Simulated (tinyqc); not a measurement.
## Gap and radiative efficiency from Jsc and Voc

Question. Photon flux above E from a black body at temperature T into a hemisphere: Phi(E, T) = A sum_k exp(-k E/th)[E^2 th/k + 2 E th^2/k^2 + 2 th^3/k^3], k = 1, 2, ..., with th = kB T/q in eV and A = 2 pi q^3/(h^3 c^2). A cell with a sharp absorption edge has Jsc = q F Phi(Eg, Ts) and Voc = Vt ln(1 + Jsc/J0), J0 = q ge Phi(Eg, T)/ERE. Find Eg and ERE.

Inputs (values chosen for the exercise): cell temperature T = 300 K; emitter temperature Ts = 1200 K; share of the hemisphere filled by the emitter F = 0.92; number of faces that emit ge = 1.

Constants: q = 1.602176634e-19 C, kB = 1.380649e-23 J/K, h = 6.62607015e-34 J s, c = 299792458 m/s, Vt = kB T/q. Results are converted to the units shown.

Jsc = 126.352019 mA/cm^2
Voc = 0.780201126 V

Solution. Phi falls steadily with E, so Jsc fixes Eg; Voc gives J0, and its ratio to the radiative dark current is 1/ERE.

Eg = 0.9900 eV
ERE = 1.000

Computed by the program tinyqc: `OMP_NUM_THREADS=1 python tinyqc.py 2820124 2820125 out.jsonl`, one thread of a shared Intel Xeon 2.30GHz, about 0.01 s for the whole run.
